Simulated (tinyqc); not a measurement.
Phonon-assisted absorption at an indirect gap: sweeps and comparisons. A value that a table varies takes the place of the one given here.

alpha(E) = sum_j A_j [N_j (E - Eg + w_j)^2 + (N_j + 1)(E - Eg - w_j)^2], each bracket counted only where its base is positive; N_j = 1/(exp(w_j/kB T) - 1). The first term absorbs a phonon and the second emits one; excitons and direct transitions are left out.

Photodiode (Gaertner form with a dead layer): QE = (1 - R) exp(-alpha xj) [1 - exp(-alpha W)/(1 + alpha L)], R = ((nr - 1)/(nr + 1))^2; responsivity = QE/E in A/W for E in eV.

Constants: kB = 8.617333262e-05 eV/K.

Parameters, chosen for this exercise (loosely those of SiC at room temperature; Eg is not tied to T; not measured data): Eg = 3.222 eV (indirect gap, held fixed unless listed); w = (69.9, 44.7) meV (two zone-edge phonons); A = (2700, 620) 1/(cm eV^2) (their strengths); T = 300 K; nr = 2.78 (refractive index); xj = 0.46 micrometre (dead layer at the surface); W = 10 micrometre (depleted width); L = 27 micrometre (minority diffusion length below it); E = 3.337 eV (photon energy).

## The square root of alpha at three temperatures

The gap is held fixed, so only the phonon occupations change.

sqrt(alpha) (1/cm^(1/2)):

| E - Eg (eV) | 4 K | 300 K | 600 K |
|---|---|---|---|
| -0.04 | 0.000 | 0.420 | 0.923 |
| -0.02 | 0.000 | 0.751 | 1.619 |
| 0.00 | 0.000 | 1.102 | 2.347 |
| 0.02 | 0.000 | 1.458 | 3.083 |
| 0.04 | 0.000 | 1.816 | 3.824 |
| 0.07 | 0.630 | 2.456 | 5.007 |
| 0.10 | 2.084 | 3.650 | 6.575 |
| 0.15 | 4.919 | 6.431 | 9.896 |
| 0.20 | 7.788 | 9.449 | 13.534 |
| 0.30 | 13.541 | 15.644 | 21.101 |
| 0.45 | 22.180 | 25.040 | 32.671 |
| 0.60 | 30.820 | 34.469 | 44.321 |

What can be read from the table?

Below the gap only phonon absorption acts: at E - Eg = -0.02 eV sqrt(alpha) is 0.000, 0.751 and 1.619 at 4, 300 and 600 K. A straight line through the last two rows meets the axis at E - Eg = +0.0650, +0.0517 and +0.0294 eV: the intercept is roughly a weighted mean of the thresholds, not the gap, and it moves from the emission side towards Eg as the occupations grow. At the last row alpha grows by a factor 2.07 from the lowest to the highest temperature at fixed gap.

## Spectral response

Response:

| E (eV) | wavelength (nm) | alpha (1/cm) | 1/alpha (micrometre) | dead layer | collected | QE | A/W |
|---|---|---|---|---|---|---|---|
| 3.24 | 383 | 2.02 | 4.94e+03 | 1.000 | 0.007 | 0.006 | 0.002 |
| 3.28 | 378 | 4.71 | 2.12e+03 | 1.000 | 0.017 | 0.013 | 0.004 |
| 3.34 | 371 | 21.1 | 473 | 0.999 | 0.074 | 0.057 | 0.017 |
| 3.42 | 363 | 87.0 | 115 | 0.996 | 0.258 | 0.200 | 0.058 |
| 3.52 | 352 | 241 | 41.5 | 0.989 | 0.524 | 0.403 | 0.115 |
| 3.67 | 338 | 621 | 16.1 | 0.972 | 0.799 | 0.604 | 0.165 |
| 3.87 | 320 | 1.41e+03 | 7.12 | 0.937 | 0.949 | 0.692 | 0.179 |
| 4.12 | 301 | 2.83e+03 | 3.53 | 0.878 | 0.993 | 0.679 | 0.165 |
| 4.42 | 281 | 5.20e+03 | 1.92 | 0.787 | 1.000 | 0.612 | 0.139 |
| 4.82 | 257 | 9.48e+03 | 1.06 | 0.647 | 1.000 | 0.503 | 0.104 |

How do the results move?

QE is highest, 0.692, at 3.87 eV of those listed and the responsivity at 3.87 eV; reflection alone caps QE at 0.778. Near the gap weak absorption limits it (collected share 0.007); at the top the dead layer passes 0.647. Far above the gap the quadratic law and a constant index are only rough.

## What moves the response

At the energy E. Each row changes one parameter from the base and keeps the others.

Results:

| case | alpha (1/cm) | QE |
|---|---|---|
| base | 19.65 | 0.0535 |
| Eg = 3.202 eV | 30.86 | 0.0816 |
| T = 350 K | 24.79 | 0.0666 |
| W = 20 micrometre | 19.65 | 0.0676 |
| L = 13.5 micrometre | 19.65 | 0.0348 |
| xj = 0.92 micrometre | 19.65 | 0.0535 |
| nr = 2.92 | 19.65 | 0.0523 |

What does this show?

The largest shifts from the base row, up to three for each result and ties (the steps differ in size, so this ranks the rows, not the parameters). alpha (1/cm): Eg +11.2, T +5.15; unchanged at the printed digits by W, L, xj and nr. QE: Eg +0.0280, L -0.0187, W +0.0141; unchanged at the printed digits by xj.

Computed by tinyqc, a small Python program: `OMP_NUM_THREADS=1 python tinyqc.py 1682633 1682634 out.jsonl` (the numbers bound the seed that draws the inputs); one thread of a shared host (Intel(R) Xeon(R) Processor @ 2.30GHz), about 0.01 s for the whole set of steps.
